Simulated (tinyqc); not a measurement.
Surface Green function of a zigzag honeycomb ribbon two chains wide, Sancho-Rubio decimation: two steps of the calculation.

A semi-infinite lead of cells 0, 1, 2, ... with H0 inside a cell and H1 = <cell i|H|cell i + 1>. Cell of four sites joined 1-2-3-4 by -t; site 2 joins site 1 of the next cell and site 3 joins site 4 of the next cell. z = E + i eta.

Inputs (values chosen for the exercise):

| symbol | value | unit | meaning |
|---|---|---|---|
| E | -2.24 | eV | energy |
| eta | 0.01 | eV | broadening |

Problem 1. Decimation. Start with e_s = e = H0, a = H1, b = H1^dagger. Each round: g = (z - e)^(-1); e_s <- e_s + a g b; e <- e + a g b + b g a; a <- a g a; b <- b g b (all with the old a, b). Round k joins cells 2^k apart.

e_s after round 1 (eV):
```
                       1                      2                      3                      4
1   0.5100000+0.0000000i  -2.7000000+0.0000000i   0.0000000+0.0000000i   0.0000000+0.0000000i
2  -2.7000000+0.0000000i  -4.8906545-0.0804292i   2.3738300+0.0993453i   0.0000000+0.0000000i
3   0.0000000+0.0000000i   2.3738300+0.0993453i  -6.4531077-0.1427774i  -2.7000000+0.0000000i
4   0.0000000+0.0000000i   0.0000000+0.0000000i  -2.7000000+0.0000000i  -0.5100000+0.0000000i
```

e after round 1 (eV):
```
                       1                      2                      3                      4
1  -1.2849500-0.0603844i  -2.7000000+0.0000000i   0.0000000+0.0000000i   3.3117544+0.0336513i
2  -2.7000000+0.0000000i  -4.8906545-0.0804292i   2.3738300+0.0993453i   0.0000000+0.0000000i
3   0.0000000+0.0000000i   2.3738300+0.0993453i  -6.4531077-0.1427774i  -2.7000000+0.0000000i
4   3.3117544+0.0336513i   0.0000000+0.0000000i  -2.7000000+0.0000000i  -1.6392769-0.0355666i
```

a after round 1 (eV):
```
                       1                     2                     3                      4
1   0.0000000+0.0000000i  0.0000000+0.0000000i  0.0000000+0.0000000i   0.0000000+0.0000000i
2  -1.7620756-0.0656940i  0.0000000+0.0000000i  0.0000000+0.0000000i   3.2513776+0.0448626i
3   5.1681578+0.0823931i  0.0000000+0.0000000i  0.0000000+0.0000000i  -1.7620756-0.0656940i
4   0.0000000+0.0000000i  0.0000000+0.0000000i  0.0000000+0.0000000i   0.0000000+0.0000000i
```

b after round 1 (eV):
```
                      1                      2                      3                     4
1  0.0000000+0.0000000i  -1.7620756-0.0656940i   5.1681578+0.0823931i  0.0000000+0.0000000i
2  0.0000000+0.0000000i   0.0000000+0.0000000i   0.0000000+0.0000000i  0.0000000+0.0000000i
3  0.0000000+0.0000000i   0.0000000+0.0000000i   0.0000000+0.0000000i  0.0000000+0.0000000i
4  0.0000000+0.0000000i   3.2513776+0.0448626i  -1.7620756-0.0656940i  0.0000000+0.0000000i
```

Give: g; e_s after round 2; e after round 2; a after round 2; b after round 2.

Solution 1.

g (1/eV):
```
                 1                2                3                4
1   0.2718-0.0339i  -0.0611+0.0261i   0.2391-0.0218i  -0.4290+0.0412i
2  -0.0611+0.0261i   0.4458-0.0260i   0.0088+0.0173i   0.3802-0.0338i
3   0.2391-0.0218i   0.0088+0.0173i   0.2804-0.0169i  -0.0611+0.0261i
4  -0.4290+0.0412i   0.3802-0.0338i  -0.0611+0.0261i   0.4322-0.0530i
```

e_s after round 2 (eV):
```
             1             2             3            4
1   0.51+0.00i   -2.70+0.00i    0.00+0.00i   0.00+0.00i
2  -2.70+0.00i    5.48-0.78i  -11.17+0.96i   0.00+0.00i
3   0.00+0.00i  -11.17+0.96i   10.04-1.21i  -2.70+0.00i
4   0.00+0.00i    0.00+0.00i   -2.70+0.00i  -0.51+0.00i
```

e after round 2 (eV):
```
             1             2             3            4
1   7.46-0.57i   -2.70+0.00i    0.00+0.00i  -1.65+0.42i
2  -2.70+0.00i    5.48-0.78i  -11.17+0.96i   0.00+0.00i
3   0.00+0.00i  -11.17+0.96i   10.04-1.21i  -2.70+0.00i
4  -1.65+0.42i    0.00+0.00i   -2.70+0.00i   3.86-0.37i
```

a after round 2 (eV):
```
               1             2             3              4
1   0.000+0.000i  0.000+0.000i  0.000+0.000i   0.000+0.000i
2  -5.608+0.639i  0.000+0.000i  0.000+0.000i   5.489-0.522i
3   8.727-0.811i  0.000+0.000i  0.000+0.000i  -5.608+0.639i
4   0.000+0.000i  0.000+0.000i  0.000+0.000i   0.000+0.000i
```

b after round 2 (eV):
```
              1              2              3             4
1  0.000+0.000i  -5.608+0.639i   8.727-0.811i  0.000+0.000i
2  0.000+0.000i   0.000+0.000i   0.000+0.000i  0.000+0.000i
3  0.000+0.000i   0.000+0.000i   0.000+0.000i  0.000+0.000i
4  0.000+0.000i   5.489-0.522i  -5.608+0.639i  0.000+0.000i
```

Problem 2. Self-energy, Dyson check and densities of states. Sigma = H1 g_s H1^dagger is what the lead adds to one more cell, and (z - H0 - Sigma)^(-1) must give g_s back. Densities of states: -Im of the diagonals over pi.

H0 (eV):
```
      1      2     3      4
1  0.51   -2.7     0      0
2  -2.7  -0.51  -2.7      0
3     0   -2.7  0.51   -2.7
4     0      0  -2.7  -0.51
```

H1 (eV):
```
      1  2  3     4
1     0  0  0     0
2  -2.7  0  0     0
3     0  0  0  -2.7
4     0  0  0     0
```

converged surface Green function g_s (1/eV):
```
                         1                       2                       3                        4
1  -0.19128755-0.17522858i  0.17489146-0.17776508i  0.06002424+0.14035226i   0.09241019+0.21958105i
2   0.17489146-0.17776508i  0.17747180-0.18170478i  0.06165562+0.14272907i   0.09493475+0.22330510i
3   0.06002424+0.14035226i  0.06165562+0.14272907i  0.11140170-0.11454908i   0.17489146-0.17776508i
4   0.09241019+0.21958105i  0.09493475+0.22330510i  0.17489146-0.17776508i  -0.30346887-0.27919099i
```

converged bulk Green function (1/eV):
```
                         1                        2                        3                        4
1  -0.03538211-0.13826199i   0.16691048-0.07034568i  -0.01383753+0.05560388i  -0.04419406+0.17330578i
2   0.16691048-0.07034568i   0.23459353-0.10062858i   0.18649035+0.07534566i  -0.02218530+0.08833941i
3  -0.01383753+0.05560388i   0.18649035+0.07534566i   0.14744609-0.06362142i   0.16691048-0.07034568i
4  -0.04419406+0.17330578i  -0.02218530+0.08833941i   0.16691048-0.07034568i  -0.05577135-0.21989848i
```

Find: Sigma; (z - H0 - Sigma)^(-1); surface density of states; bulk density of states.

Solution 2.

Sigma (eV):
```
              1              2              3             4
1  0.000+0.000i   0.000+0.000i   0.000+0.000i  0.000+0.000i
2  0.000+0.000i  -1.394-1.277i   0.674+1.601i  0.000+0.000i
3  0.000+0.000i   0.674+1.601i  -2.212-2.035i  0.000+0.000i
4  0.000+0.000i   0.000+0.000i   0.000+0.000i  0.000+0.000i
```

(z - H0 - Sigma)^(-1) (1/eV):
```
                 1               2               3                4
1  -0.1913-0.1752i  0.1749-0.1778i  0.0600+0.1404i   0.0924+0.2196i
2   0.1749-0.1778i  0.1775-0.1817i  0.0617+0.1427i   0.0949+0.2233i
3   0.0600+0.1404i  0.0617+0.1427i  0.1114-0.1145i   0.1749-0.1778i
4   0.0924+0.2196i  0.0949+0.2233i  0.1749-0.1778i  -0.3035-0.2792i
```

surface density of states, orbital 1 to 4 (1/eV): [0.05578, 0.05784, 0.03646, 0.08887]
bulk density of states, orbital 1 to 4 (1/eV): [0.04401, 0.03203, 0.02025, 0.07000]

Numbers from tinyqc (`OMP_NUM_THREADS=1 python tinyqc.py 2680104 2680105 out.jsonl`; about 0.08 s on one thread of a shared Intel Xeon 2.30GHz).
